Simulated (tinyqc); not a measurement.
# Inputs raised by 5 %, one at a time

Model: Born-Mayer model of an ionic crystal AB. Computed by tinyqc, a small Python program. Command: `OMP_NUM_THREADS=1 python tinyqc.py 3022391 3022392 out.jsonl bornmayer sens`. One thread of a shared host (Intel(R) Xeon(R) Processor @ 2.30GHz), about 0.02 s of CPU time with the checks.

Energies are per ion pair and r is the nearest distance of unlike ions.

Inputs (values chosen for the exercise, for a model salt):
```
quantity                        value           unit
ionic charge z                      1              -
unlike repulsion lambda           514             eV
range rho                       0.286       angstrom
like repulsion lambda2            130             eV
dispersion C between like ions    6.5  eV angstrom^6
pressure P                         20            GPa
```

Structure: caesium chloride. Short range: with like-ion terms.

Constants: e^2/(4 pi eps_0) = 14.39964548 eV angstrom; 1 eV/angstrom^3 = 160.2176634 GPa.

Method:
- Madelung constant M, unlike neighbours z1, like neighbours z2 at f r, volume per pair: rock salt 1.747565, 6, 12, sqrt2, 2 r^3; caesium chloride 1.762675, 8, 6, 2/sqrt3, 8 r^3/(3 sqrt3); zinc blende 1.638055, 4, 12, sqrt(8/3), 16 r^3/(3 sqrt3).
- U(r) = -M z^2 e^2/(4 pi eps_0 r) + z1 lambda exp(-r/rho) + z2 [lambda2 exp(-f r/rho) - C/(f r)^6] (one mean like-ion term for both sublattices).
- Newton steps on g(r) = U'(r), from r = 9 rho: r(new) = r - U'(r)/U''(r), with the move limited to 0.3 angstrom. Where U'' is negative, move 0.3 angstrom downhill. Stop when |U'| is below 1e-9.
- B = U''(r0)/(9 c r0), with the volume written as c r^3.
- With the volume written as c r^3, under pressure take the root at the minimum of the enthalpy and solve U'(r) + 3 c r^2 P = 0; H = U + P V; B = (U'' - 2 U'/r)/(9 c r).

Runs; columns: (1) input moved; (2) from; (3) to; (4) equilibrium distance r0 (angstrom); (5) lattice energy U (eV per pair); (6) bulk modulus B (GPa); (7) volume at P (angstrom^3):
```
(1)                                               (2)     (3)     (4)      (5)     (6)     (7)
base run                                            -       -  2.2865   -9.753  65.877  15.077
unlike repulsion lambda (eV)                      514   539.7  2.3046   -9.686  64.462  15.397
range rho (angstrom)                            0.286  0.3003  2.4261   -9.199  52.576  17.427
like repulsion lambda2 (eV)                       130   136.5  2.2877   -9.749  65.826  15.100
dispersion C between like ions (eV angstrom^6)    6.5   6.825  2.2853   -9.759  66.003  15.058
ionic charge z                                      1    1.05  2.2500  -10.900  75.736  14.633
```

Exponents ln(y'/y) / ln(x'/x):
```
input                           equilibrium distance r0  lattice energy U  bulk modulus B  volume at P
unlike repulsion lambda                           0.162            -0.142          -0.445        0.430
range rho                                         1.214            -1.199          -4.623        2.969
like repulsion lambda2                            0.011            -0.008          -0.016        0.030
dispersion C between like ions                   -0.010             0.012           0.039       -0.026
ionic charge z                                   -0.330             2.279           2.858       -0.613
```

Among the inputs moved here: equilibrium distance r0 answers most in size to range rho (exponent +1.214), next to ionic charge z (-0.330). Lattice energy U answers most in size to ionic charge z (exponent +2.279), next to range rho (-1.199). Bulk modulus B answers most in size to range rho (exponent -4.623), next to ionic charge z (+2.858). Volume at P answers most in size to range rho (exponent +2.969), next to ionic charge z (-0.613).
